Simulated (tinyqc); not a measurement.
# Thermoelectric coefficients with electrons and holes, Landauer integrals: effect of the gap

Bulk parabolic band, x = (E - Ec)/kB T, C = hbar^2/(2 m0), kB T in eV. Modes per area gv m kB T x/(4 pi C) times the back-scattering length l0 x^rr give the transport function s0 X(x), s0 = (2 q^2/h) gv m kB T l0/(4 pi C), X = x^(1 + rr). Holes have the same form with the prefactor bb s0 and the reduced level -eta - xg in place of eta. I_k = int X (x - eta)^k w dx, w = 1/(4 cosh^2((x - eta)/2)).

sigma = s0 I_0, S = -(kB/q) I_1/I_0, Lorenz number L = (kB/q)^2 [I_2/I_0 - (I_1/I_0)^2], kappa_e = L sigma T. With both bands: sigma = sigma_n + sigma_p, S = (sigma_n S_n + sigma_p S_p)/sigma with S_p = +(kB/q) I_1/I_0 of the holes, and kappa_e is the sum of L sigma T of both bands and the bipolar term sigma_n sigma_p (S_p - S_n)^2 T/sigma. Power factor S^2 sigma, ZT = S^2 sigma T/(kappa_e + kL). The integrals are converged.

Parameters, values chosen for the exercise: temperature T = 500 K; mass of one valley m = 1.1 m0; valleys gv = 2; back-scattering length at x = 1 l0 = 8.4 nm; energy exponent of that length rr = 0; lattice thermal conductivity kL = 5.4 W/(m K); reduced Fermi level (EF - Ec)/kB T eta = -0.6; ratio of the hole prefactor to the electron prefactor bb = 2.6.

Constants: q = 1.602176634e-19 C, kB = 1.380649e-23 J/K, hbar = 1.054571817e-34 J s, h = 6.62607015e-34 J s, m0 = 9.1093837015e-31 kg, Vt = kB T/q, hbar^2/(2 m0) = 0.0380998212 eV nm^2. Results are converted to the units shown.

Effect of the gap:

| xg | sigma (S/cm) | S (uV/K) | kappa_e (W/(m K)) | power factor (mW/(m K^2)) | ZT | bipolar kappa (W/(m K)) |
|---|---|---|---|---|---|---|
| 1 | 2282 | 113.1 | 6.568 | 2.920 | 0.1220 | 4.769 |
| 2.4 | 1076 | 31.42 | 5.313 | 0.1063 | 0.004959 | 4.484 |
| 3.8 | 697.6 | -110.7 | 3.144 | 0.8551 | 0.05004 | 2.602 |
| 5.1 | 600.7 | -194.3 | 1.593 | 2.267 | 0.1621 | 1.124 |
| 6.5 | 572.9 | -229.0 | 0.8338 | 3.005 | 0.2410 | 0.3856 |
| 7.9 | 566.0 | -239.6 | 0.5662 | 3.250 | 0.2724 | 0.1231 |
| 9.2 | 564.3 | -242.6 | 0.4832 | 3.320 | 0.2822 | 0.04125 |
| 10.6 | 563.9 | -243.5 | 0.4540 | 3.343 | 0.2855 | 0.01242 |
| 12 | 563.8 | -243.7 | 0.4451 | 3.349 | 0.2865 | 0.003668 |

Read the table: what changes, and by how much?

S falls from 113 to -244 uV/K, the bipolar kappa falls from 4.77 to 0.00367 W/(m K), and ZT goes from 0.122 through a minimum of 0.00496 (at xg = 2.4 among the rows listed) to 0.286. ZT is within 5 % of its last value from xg = 7.9 on among the rows.

Range of the model: Parabolic bands, elastic scattering and a fixed kL make these model figures, not those of a material.

Program tinyqc, `OMP_NUM_THREADS=1 python tinyqc.py 2800125 2800126 out.jsonl`; Intel Xeon 2.30GHz, shared host, one thread, about 0.04 s.
